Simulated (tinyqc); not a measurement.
Comparisons within one model: valley splitting in a one-orbital chain of atomic planes (second-neighbour model). A value that a table varies takes the place of the one given here.

Each (001) plane carries one orbital with energy e0, hopping v to the next plane and u to the second: E(phi) = e0 + 2 v cos(phi) + 2 u cos(2 phi), where phi = pi - k a/4 (the sign of every second orbital is chosen so that v > 0, which shifts the phase by pi). The minimum lies at cos(phi0) = -v/(4u), phi0 = pi - (pi/2) k0 for a valley at k0 (2 pi/a), and e0 puts it at zero. A slab of N planes has hard walls: the matrix simply ends.

A well of Nw planes between barriers of 40 planes each (as of a SiGe alloy, taken as an offset alone). With x = j - 39.5 for plane j = 0, 1, ..., the potential is V0 (f(x) + f(Nw - x)) + F (j - 40) a/4, f(y) = 1/(1 + exp(y/L)), a step for L = 0; L is in planes, 4 L is about the distance over which f goes from 0.88 to 0.12, and 1 MV/m = 1e-4 V/angstrom.

Constants: hbar^2/2m0 = 3.80998211 eV angstrom^2.

Parameters, chosen for this exercise (near those of the Delta valleys of silicon; abrupt walls in this chain split the valleys several times more than measured wells; the results hold for these values, not for the real material): a = 5.428 angstrom (lattice constant; planes lie a/4 apart); ml = 0.907 m0 (longitudinal mass); N0 = 39 (first number of planes); Nf = 120 (planes in the thick slab); V0 = 0.15 eV (barrier height); F = 10 MV/m (field); Nw = 48 (planes in the well); k0 = 0.872 2 pi/a (position of the valley).

## Splitting against the number of planes

u = 0.593981 eV
v = 0.474495 eV
e0 = 1.282723 eV
phi0 = 1.771858 rad

Ten slabs from N0 on, of thickness (N - 1) a/4 between the outer planes. Effective mass: E1 = (c/ml)(pi/W)^2 with W = (N + 2) a/4: the amplitude vanishes on two missing planes at each end, and the envelope has its nodes N + 2 spacings apart. Large-N estimate of the splitting: 16 pi^2 u |sin(phi0) sin((N + 2) phi0)|/(N + 2)^3.

Doublet (meV):

| N | thickness (angstrom) | mean level | effective mass | splitting | estimate |
|---|---|---|---|---|---|
| 39 | 51.57 | 13.37 | 13.39 | 0.534 | 0.506 |
| 40 | 52.92 | 12.75 | 12.76 | 1.010 | 1.030 |
| 41 | 54.28 | 12.16 | 12.18 | 0.838 | 0.823 |
| 42 | 55.64 | 11.61 | 11.63 | 0.566 | 0.590 |
| 43 | 56.99 | 11.11 | 11.12 | 0.943 | 0.938 |
| 44 | 58.35 | 10.62 | 10.64 | 0.144 | 0.165 |
| 45 | 59.71 | 10.19 | 10.19 | 0.882 | 0.885 |
| 46 | 61.06 | 9.76 | 9.77 | 0.203 | 0.186 |
| 47 | 62.42 | 9.37 | 9.38 | 0.702 | 0.711 |
| 48 | 63.78 | 9.00 | 9.01 | 0.443 | 0.432 |

How do the results move?

The mean level falls smoothly, from 13.4 to 9.0 meV, within 0.2 % of the effective-mass value. The splitting swings between 0.144 (N = 44) and 1.010 meV (N = 40): one plane more or less changes the phase between the two walls by phi0 = 1.772 rad. The estimate misses the computed values by at most 0.028 meV.

## Splitting against the electric field

A thick slab in a field F: plane j = 0, 1, ... gains the energy F j a/4 (1 MV/m = 1e-4 V/angstrom), which presses the electron against the first wall. The exponent is the slope of ln(splitting) against ln F between 20 and 50 MV/m.

Doublet:

| F (MV/m) | mean level (meV) | splitting (meV) | splitting/F (meV per MV/m) |
|---|---|---|---|
| 1 | 7.93 | 0.1391 | 0.1391 |
| 2 | 12.49 | 0.2770 | 0.1385 |
| 5 | 22.73 | 0.6927 | 0.1385 |
| 10 | 35.64 | 1.3855 | 0.1386 |
| 20 | 55.70 | 2.7719 | 0.1386 |
| 30 | 72.16 | 4.1588 | 0.1386 |
| 50 | 99.73 | 6.9343 | 0.1387 |

exponent = 1.00

What can be read from the table?

The splitting goes from 0.1391 to 6.9343 meV. At high field it grows as F^1.00: at a single hard wall it follows the squared slope of the envelope, which is proportional to F, while the level itself grows about as F^(2/3) (here F^0.64). A hard wall is the sharpest interface possible; real Si interfaces split several times less.

## Sharp and graded interfaces

The lowest doublet for several interface widths L.

Doublet:

| L (planes) | 4 L (angstrom) | mean level (meV) | splitting (micro-eV) |
|---|---|---|---|
| 0.00 | 0.00 | 31.35 | 1387.40 |
| 0.25 | 1.36 | 31.48 | 728.93 |
| 0.50 | 2.71 | 31.69 | 129.42 |
| 0.75 | 4.07 | 31.96 | 20.17 |
| 1.00 | 5.43 | 32.31 | 3.23 |
| 1.50 | 8.14 | 33.18 | 0.08 |
| 2.00 | 10.86 | 34.26 | 0.00 |

What can be read from the table?

The mean level moves by +2.9 meV over the table, while the splitting falls from 1387.4 micro-eV at a step to 3.23 at L = 1 plane, a factor 430. Coupling the valleys needs the Fourier component of the potential at twice the valley wave vector, a period of a few planes, and grading removes it. Random alloy disorder, left out here, sets the splitting once this part is gone.

## What each parameter does

Step interfaces (L = 0). u, v, e0 follow from 8 u sin^2(phi0) = (2c/ml)/(a/4)^2, v = -4u cos(phi0), e0 = 2u + v^2/(4u), c = hbar^2/2m0. Each row changes one parameter from the base and keeps the others.

Results:

| case | mean level (meV) | splitting (micro-eV) |
|---|---|---|
| base | 31.35 | 1387.4 |
| k0 = 0.882 2 pi/a | 31.35 | 1384.5 |
| ml = 0.998 m0 | 30.41 | 1386.9 |
| V0 = 0.225 eV | 32.41 | 1388.6 |
| F = 20 MV/m | 46.69 | 2771.2 |
| Nw = 49 | 31.34 | 1396.8 |

How do the results move?

The largest shifts from the base row, up to three for each result and ties (the steps differ in size, so this ranks the rows, not the parameters). mean level (meV): F +15.34, V0 +1.06, ml -0.94; unchanged at the printed digits by k0. splitting (micro-eV): F +1383.8, Nw +9.4, k0 -2.9.

tinyqc: `OMP_NUM_THREADS=1 python tinyqc.py 1482187 1482188 out.jsonl`; about 0.01 s, one thread, shared Intel(R) Xeon(R) Processor @ 2.30GHz.
